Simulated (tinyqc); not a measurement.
# Changing the temperature T

Model: thermal and gravitational stress in a wafer during furnace and rapid thermal processing, and the onset of slip. Computed by tinyqc, a small Python program. Command: `OMP_NUM_THREADS=1 python tinyqc.py 3013525 3013526 out.jsonl slip sweep`. One thread of a shared host (Intel(R) Xeon(R) Processor @ 2.30GHz), about 0.01 s of CPU time with the checks.

A thin free disc in plane stress, isotropic; T(r) = T_centre + dT (r/R)^n. Stress is positive in tension; sigma_SB = 5.670374419e-8 W/(m^2 K^4), g = 9.80665 m/s^2.

Inputs (values chosen for the exercise, modelled on silicon):
```
quantity                              value        unit
wafer radius R                           75          mm
thickness t                             675  micrometre
Young's modulus E                       147         GPa
expansion alpha                        4.44      1e-6/K
edge less centre temperature dT         -36           K
exponent n of the profile                 6           -
prefactor A of the critical stress  0.00016         MPa
energy U of the critical stress        1.01          eV
density rho                            2330      kg/m^3
heat capacity c                         946    J/(kg K)
conductivity k                           25     W/(m K)
wafer spacing s                          12          mm
ramp rate                               3.8       K/min
```

Temperature profile: edge zone, power law.

Constants: k_B = 8.617333262e-05 eV/K.

Method:
- With x = r/R: s_rr = alpha E dT (1 - x^n)/(n + 2), s_tt = alpha E dT [1 - (n + 1) x^n]/(n + 2).
- Critical resolved stress tau_c = A exp(U/(k_B T)), a form chosen for the exercise; slip when 0.492799 |s_tt(R)| > tau_c; allowed |dT| = tau_c (n + 2)/(0.492799 n alpha E).
- In a stack heated from the rim, heat flows inward by conduction and by radiation between wafers: k_eff = k + (16/3) sigma_SB T^3 s^2/t (a diffusion estimate with the spacing as path length). A steady ramp gives the parabolic lag dT = rho c (ramp) R^2/(4 k_eff); the allowed ramp uses n = 2.

One run for each value; columns: (1) temperature T (K); (2) critical stress tau_c (MPa); (3) allowed |dT| (K); (4) allowed ramp rate (K/min); (5) resolved over critical stress:
```
(1)      (2)     (3)     (4)     (5)
1000  19.692  81.633  212.18   0.441
1070   9.147  37.919  114.54   0.949
1140   4.669  19.353   67.76   1.860
1210   2.576  10.677   43.18   3.372
1280   1.516   6.286   29.26   5.727
1340   1.006   4.172   21.83   8.629
1410   0.652   2.702   16.15  13.322
1480   0.440   1.824   12.40  19.738
1550   0.308   1.275    9.82  28.225
```

Describe the trends.

Over the rows, critical stress tau_c (MPa) falls from 19.7 to 0.308 (exponent d ln y / d ln x -11 between the first rows and -7.7 between the last); allowed |dT| (K) falls from 81.6 to 1.28 (exponent d ln y / d ln x -11 between the first rows and -7.7 between the last); allowed ramp rate (K/min) falls from 212 to 9.82 (exponent d ln y / d ln x -9.1 between the first rows and -5.0 between the last).

Caution (rows 1000): at lower temperature the exponential form overstates the strength: fracture from edge flaws comes first.
